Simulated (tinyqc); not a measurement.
# One anharmonic mode: perturbation theory, self-consistent phonons and exact levels, step by step

A worked calculation. Computed by tinyqc, a small Python program that keeps every step. Command: `OMP_NUM_THREADS=1 python tinyqc.py 3018275 3018276 out.jsonl scp walk`. One thread of a shared host (Intel(R) Xeon(R) Processor @ 2.30GHz), about 0.09 s of CPU time with the checks. Intermediate numbers are printed to about 6 digits and carried at full precision; extremes and crossings named in words are read from the listed rows.

V(x) = k x^2/2 + b x^4 for one coordinate x of mass M. A constant K > 0 gives hbar Omega = sqrt((hbar^2/u) K/M) with K in eV/angstrom^2 and M in u.

Inputs (values chosen for the exercise, for a model mode):
```
quantity,value,unit
mode mass M,113,u
harmonic constant k,-11.4,eV/angstrom^2
quartic constant b,200,eV/angstrom^4
temperature T,500,K
mixing,1,-
```

Shape: double well.

Constants: hbar^2/u = 4.18015928e-03 eV angstrom^2; k_B = 8.617333262e-05 eV/K.

## Shape of the double well

Minima at x_0 = sqrt(-k/(4 b)), depth k^2/(16 b), curvature -2k there.

x_0 = 0.119373 angstrom

well depth = 40.6125 meV

harmonic quantum in a well = 29.0419 meV

depth / zero-point energy of a well = 2.79682

The wells hold at least the lowest pair of levels below the barrier.

## Self-consistent cycle

Self-consistent phonon, centred at x = 0: K = k + 12 b <x^2>, <x^2> = (hbar Omega/(2K)) coth(hbar Omega/(2 k_B T)). Start at K = |k|; K(new) = K + mixing x (K_out - K), but at least K/20; stop when |K_out - K| < 1e-9 |k| or after 90 steps.

Iterations:
```
step,K (eV/angstrom^2),hbar Omega (meV),K_out,K_out - K
0,1.14000e+01,20.5357,-2.15806e+00,-13.558
1,5.70000e-01,4.5919,1.70189e+02,169.619
2,1.70189e+02,79.3457,-1.06297e+01,-180.819
3,8.50946e+00,17.7422,9.23350e-01,-7.586
4,9.23350e-01,5.8444,1.00764e+02,99.841
5,1.00764e+02,61.0534,-1.02075e+01,-110.971
6,5.03819e+00,13.6519,9.29624e+00,4.258
7,9.29624e+00,18.5443,-1.05178e-01,-9.401
8,4.64812e-01,4.1466,2.11244e+02,210.780
...,...,...,...,...
81,5.05374e-01,4.3238,1.93388e+02,192.883
82,1.93388e+02,84.5809,-1.07037e+01,-204.092
83,9.66942e+00,18.9129,-5.34499e-01,-10.204
84,4.83471e-01,4.2290,2.02658e+02,202.175
85,2.02658e+02,86.5844,-1.07286e+01,-213.387
86,1.01329e+01,19.3609,-1.02371e+00,-11.157
87,5.06646e-01,4.3292,1.92875e+02,192.368
88,1.92875e+02,84.4685,-1.07022e+01,-203.577
89,9.64374e+00,18.8877,-5.06019e-01,-10.150
```

converged (1 yes, 0 no) = 0

self-consistent K = 0.482187 eV/angstrom^2

Not converged: the residual wanders without falling. K_out falls when K rises, so steps of this size overshoot: the residual keeps changing sign.

Reruns converge with mixing = 0.4; or with mixing = 0.2; or with mixing = 0.1.
